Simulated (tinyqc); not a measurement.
# Inputs raised by 2 %, one at a time

Model: two-band model of a narrow-gap semiconductor with electrons and holes. Computed by tinyqc, a small Python program. Command: `OMP_NUM_THREADS=1 python tinyqc.py 3021519 3021520 out.jsonl bipolar sens`. One thread of a shared host (Intel(R) Xeon(R) Processor @ 2.30GHz), about 0.6 s of CPU time with the checks.

Two parabolic bands with acoustic scattering (r = -1/2, a = 0), a gap that does not change with T, and fully ionised dopants. Melting is ignored, so values above the melting point are formal, and kappa_L does not change with T. eta_n = (E_F - E_c)/(k_B T), eta_p = -eta_n - E_g/(k_B T).

Inputs (values chosen for the exercise, modelled on germanium):

| quantity | value | unit |
|---|---|---|
| electron mass m_n | 0.52 | m_0 |
| hole mass m_p | 0.36 | m_0 |
| electron mobility parameter mu_300,n | 3200 | cm^2/(V s) |
| hole mobility parameter mu_300,p | 1500 | cm^2/(V s) |
| temperature exponent p | 1.5 | - |
| band gap E_g | 0.66 | eV |
| net doping N | 1.3e+18 | 1/cm^3 |
| lattice thermal conductivity kappa_L | 46 | W/(m K) |
| temperature T | 640 | K |

Doping: p-type.

Constants: k_B = 8.617333262e-05 eV/K; m_0 = 9.1093837015e-31 kg; k_B = 1.380649e-23 J/K; hbar = 1.054571817e-34 J s; e = 1.602176634e-19 C.

Method:
- With x = E/(k_B T), a = alpha k_B T (0 for a parabolic band), G = x (1 + a x), D = 1 + 2 a x and <y> = int y f (1 - f) dx, f = 1/(1 + exp(x - eta)): tau = tau_0 G^r/D; transport function s = G^(3/2 + r)/D^2; n = N_0 <G^(3/2)> with N_0 = (2 m k_B T)^(3/2)/(3 pi^2 hbar^3).
- Integrals over x = E/(k_B T) use 160 Gauss-Legendre points in u = sqrt(x) from 0 to sqrt(max(eta, 0) + 32).
- Neutrality: p - n = N, with n = N_0(m_n) <x^(3/2)> at eta_n and p = N_0(m_p) <x^(3/2)> at eta_p.
- sigma = e mu_0 N_0 <s> with mu_0 = e tau_0/m = mu_300 (T/300 K)^(-p); |S| = (k_B/e)(<x s>/<s> - eta); Lorenz number L = (k_B/e)^2 (<x^2 s>/<s> - (<x s>/<s>)^2); kappa_e = L sigma T; zT = S^2 sigma T/(kappa_L + kappa_e).
- Hall factor r_H = <x^(3/2)> <x^(1/2)>/<s>^2.
- Both bands together (these totals replace the one-band zT): sigma = sigma_n + sigma_p; S = (sigma_p |S_p| - sigma_n |S_n|)/sigma; kappa_bip = (sigma_n sigma_p/sigma)(|S_n| + |S_p|)^2 T; kappa_e = (L_n sigma_n + L_p sigma_p) T; zT = S^2 sigma T/(kappa_L + kappa_e + kappa_bip); weak-field R_H = (r_p sigma_p^2/p - r_n sigma_n^2/n)/(e sigma^2), where the Hall factors r_n and r_p are <x^(3/2)> <x^(1/2)>/<s>^2.
- T_max maximises |S| of the majority sign between 150 and 1200 K; the Goldsmid-Sharp estimate is E_g = 2 e |S_max| T_max.

Runs:

| input moved | from | to | bipolar thermal conductivity (W/(m K)) | zT | kappa_e (W/(m K)) | T_max (K) |
|---|---|---|---|---|---|---|
| base run | - | - | 0.035266 | 0.015739 | 0.071980 | 665.09 |
| electron mass m_n (m_0) | 0.52 | 0.5304 | 0.036323 | 0.015728 | 0.071993 | 663.57 |
| hole mass m_p (m_0) | 0.36 | 0.3672 | 0.036347 | 0.015939 | 0.071996 | 663.57 |
| electron mobility parameter mu_300,n (cm^2/(V s)) | 3200 | 3264 | 0.035969 | 0.015732 | 0.071986 | 664.10 |
| hole mobility parameter mu_300,p (cm^2/(V s)) | 1500 | 1530 | 0.035269 | 0.016061 | 0.073415 | 666.09 |
| band gap E_g (eV) | 0.66 | 0.6732 | 0.028631 | 0.015812 | 0.071894 | 675.29 |
| temperature T (K) | 640 | 652.8 | 0.045433 | 0.015678 | 0.071412 | 665.09 |
| lattice thermal conductivity kappa_L (W/(m K)) | 46 | 46.92 | 0.035266 | 0.015432 | 0.071980 | 665.09 |

Exponents ln(y'/y) / ln(x'/x):

| input | bipolar thermal conductivity | zT | kappa_e | T_max |
|---|---|---|---|---|
| electron mass m_n | 1.491 | -0.035 | 0.009 | -0.116 |
| hole mass m_p | 1.524 | 0.636 | 0.011 | -0.116 |
| electron mobility parameter mu_300,n | 0.996 | -0.025 | 0.004 | -0.076 |
| hole mobility parameter mu_300,p | 0.004 | 1.022 | 0.996 | 0.076 |
| band gap E_g | -10.526 | 0.232 | -0.061 | 0.768 |
| temperature T | 12.792 | -0.196 | -0.400 | 0.000 |
| lattice thermal conductivity kappa_L | 0.000 | -0.998 | 0.000 | 0.000 |

To which inputs is each result most sensitive?

Among the inputs moved here: bipolar thermal conductivity answers most in size to temperature T (exponent +12.792), next to band gap E_g (-10.526); its exponent is below 0.0005 for lattice thermal conductivity kappa_L. zT answers most in size to hole mobility parameter mu_300,p (exponent +1.022), next to lattice thermal conductivity kappa_L (-0.998). kappa_e answers most in size to hole mobility parameter mu_300,p (exponent +0.996), next to temperature T (-0.400); its exponent is below 0.0005 for lattice thermal conductivity kappa_L. T_max answers most in size to band gap E_g (exponent +0.768), next to electron mass m_n (-0.116); its exponent is below 0.0005 for temperature T, lattice thermal conductivity kappa_L.
